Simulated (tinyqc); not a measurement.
Implant damage, amorphisation by cascade overlap, and solid-phase epitaxial regrowth: one step, computed by the program tinyqc.

Range and width of the damage are inputs. Dynamic annealing enters only through the surviving share f.

Task: Isothermal regrowth. v = v0 x orientation factor x exp(-E_a/(k_B T)) x [1 + (enhancement - 1) exp(-(z - R_d)^2/(2 s_d^2))], T = anneal temperature + 273.15 K; the dopant is taken to follow the damage profile; the lower front moves from the lower edge z2 to the surface, or to the middle (z1 + z2)/2 of a buried layer with upper edge z1; time = int dz/v; the equivalent undoped distance is that time times the undoped velocity.

Inputs (values chosen for the exercise, modelled on silicon ions in germanium):
```
quantity                           value  unit
depth of the damage peak R_d          19    nm
width of the damage profile s_d       13    nm
regrowth prefactor v0            2.1e+16  nm/s
regrowth energy E_a                 2.16    eV
anneal temperature                   424     C
rate relative to (100)                 1     -
peak enhancement by the dopant       4.6     -
```

lower edge = 40.32145 nm

upper edge = 0 nm

Constants: k_B = 8.617333262e-05 eV/K.

Give: undoped velocity; distance to regrow; time without enhancement; equivalent undoped distance; time with enhancement.

Result:

undoped velocity = 5.0972 nm/s

distance to regrow = 40.321 nm

time without enhancement = 7.9106 s

equivalent undoped distance = 12.065 nm

time with enhancement = 2.3671 s

The rate doubles for each 13 K or so near this temperature.
